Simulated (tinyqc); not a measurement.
Strain and the order of the valence edges: six-band k.p model of the valence band of a wurtzite crystal.

At k = 0: E1 = D1c + D2c + Te + Le (pure HH); E2, E3 = Le + u +/- sqrt(u^2 + 2 D3c^2), u = (D1c - D2c + Te)/2, D1c = Dcr, D2c = D3c = Dso/3. The weight of LH in state 2 is fL = (E2 - Le)^2/((E2 - Le)^2 + 2 D3c^2). Relative strengths of transitions to the conduction band: for E perpendicular to c (TE) 1/2, fL/2, (1 - fL)/2; for E along c (TM) 0, 1 - fL, fL, with one momentum element for both directions.

Strain of a c-plane layer: exx = eyy = e_par, ezz = -2 (C13/C33) e_par; Le = D1 ezz + D2 (exx + eyy), Te = D3 ezz + D4 (exx + eyy).

Conduction edge: Ec = (top of the unstrained valence band) + Eg + (a1 + D1) ezz + (a2 + D2)(exx + eyy).
Constants: kB = 8.617333262e-05 eV/K.

Inputs chosen for the exercise (near those of AlGaN; shifted at random, so the results belong to these values and not to a real crystal): Dcr = -0.009 eV (crystal-field splitting); Dso = 0.0167 eV (spin-orbit splitting); Eg = 3.85 eV (direct gap at Gamma from the top of the unstrained valence band); a1 = -4.75 eV (gap potential along c); a2 = -11.45 eV (gap potential in the plane); D1 = -5.34 eV; D2 = 4.97 eV; D3 = 7.9 eV; D4 = -4.05 eV; C13 = 103 GPa; C33 = 382 GPa; T = 100 K (temperature).

Edges from the unstrained top. Degree of polarisation (TE - TM)/(TE + TM), each state weighted by exp(E/kT) alone (equal densities of states).

Results:
```
e_par (%),E1 (meV),E2 (meV),E3 (meV),fL,lowest transition (eV),polarisation
-0.80,-10.6,-21.0,-106.7,0.992,3.9207,0.992
-0.60,-9.6,-19.7,-81.4,0.983,3.9047,0.984
-0.40,-8.7,-18.2,-56.4,0.956,3.8888,0.945
-0.20,-7.8,-14.6,-33.4,0.771,3.8728,0.652
0.00,-6.9,0.0,-21.4,0.160,3.8500,-0.430
0.20,-6.0,23.7,-18.6,0.036,3.8112,-0.925
0.40,-5.0,48.8,-17.1,0.014,3.7711,-0.983
0.60,-4.1,74.2,-15.9,0.008,3.7307,-0.992
0.80,-3.2,99.7,-14.9,0.005,3.6902,-0.995
```

What can be read from this table?

E1 = E2 requires Dcr + Te = 0, which here falls at e_par = -0.07 %, inside the sweep: state 1 is on top for smaller e_par and state 2 beyond. The polarisation goes from +0.99 to -1.00 and changes sign between -0.20 and 0.00 %; the lowest transition moves by -144 meV per 1 % on average.

Run: tinyqc, `OMP_NUM_THREADS=1 python tinyqc.py 1050781 1050782 out.jsonl`; Intel(R) Xeon(R) Processor @ 2.30GHz, one thread, shared host; about 0.01 s of CPU time with all checks.
